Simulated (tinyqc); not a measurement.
X-ray reflectivity of a thin film on silicon: critical angles, Parratt recursion, fringes and roughness: one step, computed by the program tinyqc. Command: `OMP_NUM_THREADS=1 python tinyqc.py 3121470 3121471 out.jsonl xrr walk`. One thread of a shared host (Intel(R) Xeon(R) Processor @ 2.30GHz), about 0.01 s of CPU time with the checks.

n = 1 - delta + i beta; the classical electron radius is r_e = 2.8179403e-6 nm. Layer 0 is vacuum, 1 the film, 2 the substrate.

Question. Reflectivity at one angle. k_j = (2 pi/lambda) sqrt(sin^2 theta - 2 delta_j + 2 i beta_j); r_ij = (k_i - k_j)/(k_i + k_j) x exp(-2 k_i k_j sigma^2) (Nevot-Croce); r = (r_01 + r_12 p)/(1 + r_01 r_12 p), p = exp(2 i k_1 d); R = |r|^2.

Inputs (values chosen for the exercise, modelled on HfO2 on silicon, copper K-alpha radiation):

| quantity | value | unit |
|---|---|---|
| wavelength lambda | 0.15406 | nm |
| film thickness d | 44.7 | nm |
| roughness of the surface sigma_1 | 0.62 | nm |
| roughness of the interface sigma_2 | 0.15 | nm |
| grazing angle theta | 2.45 | degrees |

Constants:

| layer | rho_e (1/nm^3) | delta | beta | critical angle (degrees) | q_c (1/nm) |
|---|---|---|---|---|---|
| film | 2308.798 | 2.457637e-05 | 2.015262e-06 | 0.4016951 | 0.5718654 |
| substrate | 711.402 | 7.572626e-06 | 1.741704e-07 | 0.2229774 | 0.3174375 |

Give: k_0, k_1, k_2; 1000 r_01; 1000 r_12; p; reflectivity R; q = 4 pi sin(theta)/lambda.

Answer.

k_0, k_1, k_2 (1/nm): 1.743  1.720+0.002i  1.736

1000 r_01 = 0.6797-0.0583i

1000 r_12 = -4.140+0.454i

p = -0.8254+0.1562i

reflectivity R = 1.737e-05

q = 4 pi sin(theta)/lambda = 3.487 1/nm
